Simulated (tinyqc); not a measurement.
# Vertical double-diffused power MOSFET, components of the on-resistance, step by step

Numbers from tinyqc (`OMP_NUM_THREADS=1 python tinyqc.py 2230118 2230119 out.jsonl`; about 0.01 s on one thread of a shared Intel Xeon 2.30GHz). Printed values are rounded.

Stripe cells of pitch Wp + a, two channels a cell. Current flows through the channels, spreads in the accumulation layer, passes the gap between the p bodies and spreads at 45 degrees into the drift layer below them. Low drain voltage, full ionisation.

Inputs (values chosen for the exercise); bulk values close to those of 4H silicon carbide: temperature T = 350 K; relative permittivity eps_r = 9.54; critical-field constant Kc = 22500 V/cm per (cm^-3)^(1/8); rated breakdown voltage of the drift layer BV = 650 V; drift mobility at 300 K mud = 793 cm^2/(V s); temperature exponent of the drift mobility bt = 2.2; gate oxide thickness (eps_r 3.9) tox = 52 nm; gate overdrive Vov = 10 V; channel mobility mch = 44 cm^2/(V s); accumulation-layer mobility mac = 78 cm^2/(V s); channel length Lc = 0.8 um; width of the p body in one cell, channels included Wp = 5.3 um; gap between neighbouring p bodies a = 1.8 um; depth of the p body xp = 0.5 um; doping of the gap over the drift doping Nj = 3; built-in voltage of the body junction Vbi = 2.93 V; substrate and contact resistance Rs = 0.27 mohm cm^2.

Constants: q = 1.602176634e-19 C, eps0 = 8.8541878128e-14 F/cm where lengths are in cm. Results are converted to the units shown.

## Drift layer

Triangular field at breakdown with Ec = Kc N^(1/8): BV = eps0 eps_r Ec^2/(2 q N), so N = (eps0 eps_r Kc^2/(2 q BV))^(4/3); W = 2 BV/Ec; mu = mud (T/300 K)^(-bt); rho = 1/(q mu N); ideal resistance rho W.

drift doping N = 2.609423e16 cm^-3
Ec = 2.536592 MV/cm
drift thickness W = 5.124987 um
electron mobility mu at T = 564.9243 cm^2/(V s)
drift resistivity rho = 0.4234039 ohm cm
ideal resistance = 0.2169939 mohm cm^2

## Components of the on-resistance

Pitch p = Wp + a, Cox = 3.9 eps0/tox; zero-bias depletion in the gap w0 = sqrt(2 eps0 eps_r Vbi/(q N Nj)), open gap g = a - 2 w0; R_ch = Lc p/(2 mch Cox Vov); R_acc = 0.6 a p/(4 mac Cox Vov), 0.6 being an empirical factor for current leaving the layer along its length; R_gap = (rho/Nj) xp p/g; spreading depth t = min(W, (p - g)/2); R_drift = (rho p/2) ln((g + 2 t)/g) + rho (W - t); R_on = the sum with Rs.

w0 = 0.1986595 um
g = 1.402681 um
components (mohm cm^2): channel 0.9719763, accumulation 0.3700987, gap 0.03571930, drift 0.3401371, substrate 0.27
R_on = 1.987931 mohm cm^2
shares (%): channel 48.89386, accumulation 18.61728, gap 1.79681, drift 17.11010, substrate 13.58196

The channel term is the largest. R_on is 9.16 times the ideal drift resistance rho W, and spreading raises the drift term to 1.57 times it.
